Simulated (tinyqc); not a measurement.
# Free and trapped electrons in a MOS channel with a dense trap tail: effects of single changes

p-type body, charge-sheet picture, full ionisation (an idealisation for deep acceptors), Boltzmann statistics for free electrons. e = Ec - EF at the surface. Acceptor-like traps of density D(E) = D0 + De exp(-E/Ew) at depth E below Ec, from 0 to Eu, hold n_t = integral of D(E)/(1 + exp((e - E)/Vt)). psi = Eg - Vt ln(Nv/Na) - e; N_dep = sqrt(2 eps0 eps_r Na (psi - Vt)/q); n_f = sqrt(N_dep^2 + 2 eps0 eps_r Vt Nc exp(-e/Vt)/q) - N_dep; Vg = Vfb + psi + q (N_dep + n_t + n_f)/Cox, Cox = eps0 eox/tox.

Values chosen for this exercise; band and dielectric values close to those of 4H silicon carbide:
- T = 300 K (temperature)
- Eg = 3.22 eV (band gap)
- eps_r = 9.65 (relative permittivity)
- Nc = 1.68e19 cm^-3 (conduction-band density of states at T)
- Nv = 2.5e19 cm^-3 (valence-band density of states at T)
- eox = 3.9 (relative permittivity of the insulator)
- tox = 68 nm (insulator thickness)
- Na = 2.7e16 cm^-3 (acceptor density)
- Vfb = -2.06 V (flat-band voltage without trapped charge)
- D0 = 3.3e10 cm^-2 eV^-1 (constant background density of acceptor-like traps)
- De = 4.6e13 cm^-2 eV^-1 (density of the tail at the conduction edge)
- Ew = 0.1 eV (decay energy of the tail)
- Eu = 0.81 eV (depth below Ec down to which the traps reach)
- mf = 160 cm^2/(V s) (mobility of free electrons)

Constants: q = 1.602176634e-19 C, kB = 1.380649e-23 J/K, Vt = kB T/q, eps0 = 8.8541878128e-14 F/cm where lengths are in cm. Results are converted to the units shown.

Each table varies one quantity; the others keep the values above.

## Free and trapped charge against gate voltage

Free share n_f/(n_f + n_t); swing ln 10 n_f/(dn_f/dVg); field-effect mobility mf q (dn_f/dVg)/Cox, for a constant mf; oxide field q (N_dep + n_t + n_f)/(eps0 eox).

Free and trapped charge against gate voltage:
```
Vg (V),e (eV),n_f (cm^-2),n_t (cm^-2),free share (%),swing (mV/decade),field-effect mobility (cm^2/(V s)),oxide field (MV/cm)
3.7,0.3912,7.132e5,1.154e11,6.183e-4,291.6,0.002843,0.4570
5.8,0.2036,9.768e8,6.900e11,0.1414,1367,0.8303,0.7383
7.8,0.1400,1.126e10,1.283e12,0.8697,2536,5.160,1.023
9.8,0.1012,4.907e10,1.861e12,2.569,3840,14.85,1.311
11.9,0.07252,1.413e11,2.421e12,5.515,5442,30.18,1.616
13.9,0.05153,2.946e11,2.892e12,9.246,7214,47.46,1.907
15.9,0.03427,5.186e11,3.293e12,13.61,9173,65.72,2.199
17.9,0.01948,8.155e11,3.623e12,18.37,1.127e4,84.08,2.491
20,0.005869,1.204e12,3.894e12,23.61,1.367e4,102.4,2.797
```

Read the table: what changes, and by how much?

n_f reaches 1e11 cm^-2 at Vg = 11.1 V, against 4.12 V without traps. The free share rises from 6.18e-4 to 23.6 % and the field-effect mobility rises from 0.00284 to 102 cm^2/(V s), although mf = 160 is constant: in the last row 64.0 % of Cox dVg goes into free electrons. The swing in the first row is 292 mV a decade (Vt ln 10 = 59.5). For Vg = 13.9, 15.9, 17.9, 20 EF lies less than 2 Vt below the band edge, or above it, where degeneracy and confinement, left out, matter.

## Effect of the density of the tail at the conduction edge

VT is the Vg for n_f = 1e11 cm^-2; swing ln 10 n_f/(dn_f/dVg) at n_f = 1e8 cm^-2; the last three columns are for Vg = VT + 5.4 V, with free share n_f/(n_f + n_t) and field-effect mobility mf q (dn_f/dVg)/Cox; there EF is near the band edge, where Boltzmann statistics are rough.

Effect of the density of the tail at the conduction edge:
```
De (cm^-2 eV^-1),e at VT (eV),VT (V),q n_t/Cox at VT (V),swing (mV/decade),n_f (cm^-2),free share (%),field-effect mobility (cm^2/(V s))
1e12,0.08204,4.344,0.2265,112.5,1.726e12,93.75,157.2
2e12,0.08204,4.495,0.3773,127.7,1.686e12,89.23,156.0
5e12,0.08204,4.947,0.8297,173.5,1.569e12,77.15,152.0
1e13,0.08204,5.702,1.584,249.7,1.388e12,61.02,144.0
2e13,0.08204,7.210,3.092,402.1,1.081e12,39.21,124.0
4e13,0.08204,10.23,6.108,706.9,6.808e11,18.30,81.80
9e13,0.08204,17.77,13.65,1469,3.309e11,5.406,31.01
2e14,0.08204,34.36,30.24,3145,1.877e11,1.648,10.21
```

What does the comparison show?

As De goes from 1e12 to 2e14, VT rises from 4.34 to 34.4 V, its part due to traps rises from 0.226 to 30.2 V, the swing rises from 113 to 3150 mV/decade and the field-effect mobility falls from 157 to 10.2 cm^2/(V s).

tinyqc, about 0.02 s, one thread, Intel Xeon 2.30GHz (shared host): `OMP_NUM_THREADS=1 python tinyqc.py 2222078 2222079 out.jsonl`
